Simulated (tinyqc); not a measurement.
# Worked calculation: rectangular fin or nanosheet with a gate all round, subbands and threshold shift from confinement

Numbers from tinyqc (`OMP_NUM_THREADS=1 python tinyqc.py 2350130 2350131 out.jsonl`; about 0.3 s on one thread of a shared Intel Xeon 2.30GHz). Printed values are rounded.

Undoped body with a flat potential across it, hard walls, transport along x. Three valley pairs (g = 2 each) with the longitudinal mass along x, y or z. Non-parabolicity enters the subband edges through E (1 + al E) = gamma, so E = 2 gamma/(1 + sqrt(1 + 4 al gamma)); motion within a subband is taken as parabolic with the band-edge mass. Energies are counted from the bulk band edge.

Inputs (values chosen for the exercise); masses close to those of silicon:
```
symbol,value,unit,meaning
T,300,K,temperature
ml,0.898,m0,longitudinal mass
mt,0.191,m0,transverse mass
al,0.5,1/eV,non-parabolicity
t,7.3,nm,width (along y)
dl,0,nm,widening of the box by penetration into the insulator
H,29.2,nm,height (along z)
```

Constants: q = 1.602176634e-19 C, kB = 1.380649e-23 J/K, hbar = 1.054571817e-34 J s, m0 = 9.1093837015e-31 kg, Vt = kB T/q, hbar^2/(2 m0) = 0.0380998212 eV nm^2. Results are converted to the units shown.

## Lowest subbands

gamma = C pi^2 [a^2/(my (t + dl)^2) + b^2/(mz (H + dl)^2)], C = hbar^2/(2 m0). List the 7 lowest, labelled by valley axis and quantum numbers, with degeneracy g and N_k: N_k = g sqrt(2 mx m0 kB T/(pi hbar^2)).

```
subband   E_k (eV)  g  N_k (cm^-1)
y1,1     0.0101156  2    4.06216e6
y1,2     0.0169501  2    4.06216e6
y1,3     0.0282400  2    4.06216e6
y2,1     0.0331894  2    4.06216e6
z1,1     0.0367595  2    4.06216e6
z1,2     0.0381796  2    4.06216e6
x1,1     0.0385114  2    8.80803e6
```

## Threshold shift

Each subband has N_k = g sqrt(2 mx m0 kB T/(pi hbar^2)); without degeneracy n = exp(EF/Vt) sum N_k exp(-E_k/Vt). Classical value Nc times t H, Nc = sum over valleys of 2 g (m m0 kB T/(2 pi hbar^2))^1.5 with m = (mx my mz)^(1/3). Threshold shift dVT = Vt ln(classical value/sum N_k exp(-E_k/Vt)). Use the subbands listed.

shares, subband y1,1 to x1,1 (%): [24.4453, 18.7664, 12.1260, 10.0132, 8.7216, 8.2555, 17.6721]
sum N_k exp(-E_k/Vt) = 1.12364e7 cm^-1
Nc = 2.72518e19 cm^-3
classical value = 5.80899e7 cm^-1
dVT = 42.4705 mV

With all subbands dVT = 23.57 mV. The lowest edge lies at 10.1 meV; dVT is larger than that, since sum N_k exp(-(E_k - E_1)/Vt) falls short of the classical value.
